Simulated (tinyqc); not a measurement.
# Gate-all-around wire, scale length and short-channel effects: effect of the insulator thickness

A round wire of diameter ts in an insulator shell of thickness ti under a surrounding gate. Below threshold the potential that source and drain add obeys Laplace's equation and vanishes on the gate. Its lowest mode decays along the channel as exp(-k y); k is the smallest positive root of the matching condition at the interface, and the scale length is Lambda = pi/k.

k is the smallest positive root of f(k) = ei J0(u)[J1(u) Y0(v) - Y1(u) J0(v)] - eps_r J1(u)[J0(u) Y0(v) - Y0(u) J0(v)], u = k ts/2, v = u + k ti. Along the channel psi(y) = s + a exp(y/l) + b exp(-y/l) with psi(0) = Vbi, psi(L) = Vbi + Vds and l = 1/k = Lambda/pi; with A = Vbi - s, B = A + Vds, x = exp(-L/l): a = (B - A x) x/(1 - x^2), b = (A - B x)/(1 - x^2). The minimum is s + 2 sqrt(a b), at y = (l/2) ln(b/a). The long-channel potential follows the gate as s = sT + (Vg - VTL)/m, and the threshold VT is the gate voltage at which the minimum equals sT. Swing = m Vt ln 10/g at threshold, g = d(minimum)/ds = 1 - (b x + a)/((1 + x) sqrt(a b)). DIBL = [VT(0.05 V) - VT(Vds)]/(Vds - 0.05 V). sT and Vbi are held fixed; m = 1.

Inputs (values chosen for the exercise); permittivities: semiconductor made up, insulator close to that of zirconium oxide:
```
symbol  value  unit                                     meaning
T         250     K                                 temperature
eps_r      14        relative permittivity of the semiconductor
ei       25.7            relative permittivity of the insulator
ts       13.7    nm                               wire diameter
L          32    nm                              channel length
Vbi      0.86     V                     potential of the source
sT       0.71     V   potential of the barrier top at threshold
Vds         1     V                               drain voltage
```

Constants: q = 1.602176634e-19 C, kB = 1.380649e-23 J/K, Vt = kB T/q. Results are converted to the units shown.

Effect of the insulator thickness:

| ti (nm) | Lambda (nm) | L/Lambda | VT - VTL at Vds (mV) | DIBL (mV/V) | swing (mV/decade) |
|---|---|---|---|---|---|
| 3.7 | 11.941 | 2.6798 | -12.922 | 8.0188 | 51.957 |
| 4.8 | 13.125 | 2.4381 | -19.291 | 12.029 | 53.075 |
| 6.2 | 14.802 | 2.1618 | -30.860 | 19.393 | 55.050 |
| 8 | 17.126 | 1.8685 | -51.891 | 32.991 | 58.488 |
| 10 | 19.809 | 1.6154 | -83.381 | 53.728 | 63.370 |
| 14 | 25.259 | 1.2669 | -170.57 | 112.52 | 75.909 |
| 18 | 30.705 | 1.0422 | -287.49 | 192.96 | 91.585 |

What does the comparison show?

As ti goes from 3.7 to 18 nm, Lambda rises from 11.9 to 30.7 nm, DIBL rises from 8.02 to 193 mV/V and the swing rises from 52.0 to 91.6 mV a decade. On average Lambda goes as ti^(0.60). For ti = 14 to 18 nm L is under 1.5 Lambda, where higher modes, left out of the one-mode potential, count.

Program tinyqc, `OMP_NUM_THREADS=1 python tinyqc.py 2420165 2420166 out.jsonl`; Intel Xeon 2.30GHz, shared host, one thread, about 0.01 s.
